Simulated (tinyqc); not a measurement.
Finite-difference solution of the diffusion equation on a small grid. Changing the time step dt. Computed by tinyqc, a small Python program. Command: `OMP_NUM_THREADS=1 python tinyqc.py 3003437 3003438 out.jsonl fdiff sweep`. One thread of a shared host (Intel(R) Xeon(R) Processor @ 2.30GHz), about 0.01 s of CPU time with the checks.

dC/dt = D d2C/dx2 on nodes x_j = j dx, j = 0..8; the far end is sealed.

Inputs (values chosen for the exercise): diffusivity D = 2.5 nm^2/s; grid spacing dx = 50 nm; final time t_f = 5200 s.

Boundary at x = 0: sealed surface. Scheme: explicit.

start values C_j, j = 0, 1, ... (% of a reference): 10.3  14.3  64.8  100  75.2  32.1  1.16  0  0

Method:
- The operator M acts as (M C)_j = C_(j-1) - 2 C_j + C_(j+1); at the sealed far end a mirror node gives 2 C_(N-2) - 2 C_(N-1); at j = 0, a mirror node gives 2 C_1 - 2 C_0.
- r = D dt/dx^2.
- With r = D dt/dx^2: (1 - theta r M) C(new) = (1 + (1 - theta) r M) C(old); theta = 0 explicit, 1 implicit, 1/2 Crank-Nicolson.
- The run takes n = round(t_f/dt) steps of length t_f/n.
- The dose is the trapezoidal sum of C dx; the error is the largest difference from exp(M D t/dx^2) C(0), the exact time evolution on the same grid.

One run for each value:

| time step dt (s) | largest error at t_f (%) | mesh ratio r | final C_4 (%) | final dose (% nm) |
|---|---|---|---|---|
| 20.3125 | 0.04227 | 0.02031 | 38.379 | 14635.5 |
| 40.6250 | 0.08465 | 0.04063 | 38.346 | 14635.5 |
| 81.2500 | 0.16972 | 0.08125 | 38.280 | 14635.5 |
| 162.5000 | 0.34094 | 0.16250 | 38.150 | 14635.5 |
| 325.0000 | 0.68612 | 0.32500 | 37.895 | 14635.5 |

What does the table show, and why?

Over the rows, largest error at t_f (%) rises from 0.0423 to 0.686 (exponent d ln y / d ln x about 1.0 throughout). The exponent of largest error at t_f stays between 1.00 and 1.01, near 1: first order in the step.

Extremes, crossings and ranges named in words are read from the listed rows.
